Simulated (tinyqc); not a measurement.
Inside a calculation. Model: n-type polysilicon, carrier trapping at grain boundaries.

Program tinyqc, `OMP_NUM_THREADS=1 python tinyqc.py 2830161 2830162 out.jsonl`; Intel Xeon 2.30GHz, shared host, one thread, about 0.01 s. Printed values are rounded.

One-dimensional grains of size Lg, uniform ionised doping N, monovalent traps Qt at each boundary at a depth Et below (for electrons) or above (for holes) the band edge there, abrupt depletion of width W on each side of a boundary, Boltzmann statistics. xi is the distance from the band edge at the grain centre to the Fermi level. Trapped charge Qt/(1 + exp((xi + VB - Et)/Vt)) = 2 N W, barrier VB = q N W^2/(2 eps0 eps_r).

Values chosen for this exercise; values of the order met in polycrystalline silicon:
```
symbol   value        unit                                                              meaning
T          300           K                                                          temperature
eps_r     11.7                                                            relative permittivity
NB      2.8e19       cm^-3                               conduction-band density of states at T
Lg          58          nm                                                           grain size
Qt      2.6e12       cm^-2                                     trap density of a grain boundary
Et        0.44          eV  depth of the trap level from the majority band edge at the boundary
ms        0.56          m0                                         mass for thermionic emission
fe         0.5                                           correction factor of the emission rate
mug        170  cm^2/(V s)                                           mobility inside the grains
N       3.1e18       cm^-3                                                               doping
```

Constants: q = 1.602176634e-19 C, kB = 1.380649e-23 J/K, m0 = 9.1093837015e-31 kg, Vt = kB T/q, eps0 = 8.8541878128e-14 F/cm where lengths are in cm. Results are converted to the units shown.

## Starting value

W = 3.4 nm.

W at the start = 3.4 nm

## Iteration 1: new W

Partly depleted grain, xi = Vt ln(NB/N): f = 1/(1 + exp((xi + VB - Et)/Vt)), g = Qt f - 2 N W, g' = -2 Qt f (1 - f) VB/(W Vt) - 2 N, W(new) = W - g/g'.

VB = 0.02771184 V
f = 0.9999989
g = 4.919972e11 cm^-2
g' = -6.200018e11 cm^-2/nm
W after iteration 1 = 4.193542 nm

## Iteration 2: new W

As before.

VB = 0.04215697 V
f = 0.9999981
g = -6.907533e5 cm^-2
g' = -6.200038e11 cm^-2/nm
W after iteration 2 = 4.193541 nm

## Course of the iteration

Stop when the step is below 1e-10 nm, or after 40 iterations.

Course of the iteration:

| iteration | W before the step (nm) | step (nm) |
|---|---|---|
| 1 | 3.4 | 0.794 |
| 2 | 4.193542 | -1.11e-6 |
| 3 | 4.193541 | 0 |

Converged in 3 iterations.

## Depletion width, Fermi level and barrier

If the trap equation with xi = Vt ln(NB/N) has a root W < Lg/2, the grain is partly depleted; otherwise W = Lg/2 and the trap equation gives xi = Et - VB + Vt ln(Qt/(N Lg) - 1). N* = Qt/Lg.

N* = 4.482759e17 cm^-3
W = 4.193541 nm
xi = 0.05689514 V
VB = 0.04215695 V
share of traps filled = 0.9999981

N is 6.92 N*, and the grain is partly depleted; VB = 1.63 Vt.

## Resistivity and effective mobility

n0 = NB exp(-xi/Vt); mean density n0 (1 - 2 W/Lg) by charge balance in a partly depleted grain, and n0 (sqrt(pi)/2) erf(u)/u with u = sqrt(VB/Vt) in a fully depleted one; v = sqrt(kB T/(2 pi ms m0)); barrier resistivity Vt exp(VB/Vt)/(q fe n0 v Lg); grain resistivity (1 - 2 W/Lg)/(q n0 mug); effective mobility 1/(q mean density total resistivity).

n0 = 3.1e18 cm^-3
mean density = 2.651725e18 cm^-3
v = 3.594792e6 cm/s
barrier resistivity = 0.02550092 ohm cm
grain resistivity = 0.01013085 ohm cm
resistivity = 0.03563177 ohm cm
effective mobility = 66.05775 cm^2/(V s)

The resistivity is 3.01 times that of a single crystal with the same N and mobility mug, and the mean density is 85.5 % of N.
